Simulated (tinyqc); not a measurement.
Changing the thickness t: domain walls in a thin film with perpendicular anisotropy: Bloch, Neel and chiral walls, motion and stripe domains. Computed by tinyqc, a small Python program. Command: `OMP_NUM_THREADS=1 python tinyqc.py 3003434 3003435 out.jsonl mwall sweep`. One thread of a shared host (Intel(R) Xeon(R) Processor @ 2.30GHz), about 0.02 s of CPU time with the checks.

One-dimensional wall: polar angle theta(x), azimuth phi of the moment in the wall (phi = 0 Neel, 90 degrees Bloch). mu_0 = 1.25663706212e-6 T m/A, gamma = 1.76085963023e11 rad/(s T).

Inputs (values chosen for the exercise, for a model film):

| quantity | value | unit |
|---|---|---|
| saturation magnetisation M_s | 649 | kA/m |
| exchange stiffness A | 18 | pJ/m |
| uniaxial anisotropy K_u | 331 | kJ/m^3 |
| DMI constant D | 0.35 | mJ/m^2 |

Method:
- K_eff = K_u - mu_0 M_s^2/2; Delta = sqrt(A/K_eff); sigma_0 = 4 sqrt(A K_eff); profile theta = 2 arctan exp(x/Delta); quality factor Q = 2 K_u/(mu_0 M_s^2).
- sigma(phi) = sigma_0 + 2 Delta K_D cos^2(phi) - pi D cos(phi), with the wall shape anisotropy K_D = N_x mu_0 M_s^2/2, N_x = t ln 2/(pi Delta). The minimum has cos(phi) = D/D_N for D < D_N = 4 Delta K_D/pi and phi = 0 beyond; sigma turns negative at D_c = (sigma_0 + 2 Delta K_D)/pi.
- Dipolar length l = sigma/(mu_0 M_s^2); for t much smaller than the period the domain width is w = 0.955 t exp(pi l/t) (Kaplan and Gehring), given as log10 of w in nm.

One run for each value:

| thickness t (nm) | D_N (mJ/m^2) | wall energy sigma (mJ/m^2) | log10 of the domain width in nm |
|---|---|---|---|
| 0.50 | 0.0372 | 3.330 | 16.85 |
| 0.69 | 0.0513 | 3.352 | 12.34 |
| 0.97 | 0.0721 | 3.385 | 8.96 |
| 1.30 | 0.0966 | 3.424 | 6.88 |
| 1.90 | 0.1413 | 3.494 | 5.00 |
| 2.60 | 0.1933 | 3.575 | 3.94 |
| 3.60 | 0.2676 | 3.692 | 3.18 |
| 5.00 | 0.3717 | 3.854 | 2.67 |

What does the table show, and why?

Over the rows, D_N (mJ/m^2) rises from 0.0372 to 0.372 (exponent d ln y / d ln x about 1.00 throughout); wall energy sigma (mJ/m^2) rises from 3.33 to 3.85 (exponent d ln y / d ln x 0.021 between the first rows and 0.13 between the last); log10 of the domain width in nm falls from 16.8 to 2.67. D, K_u and M_s are held fixed; interface terms in a real film fall as 1/t.

Extremes, crossings and ranges named in words are read from the listed rows.
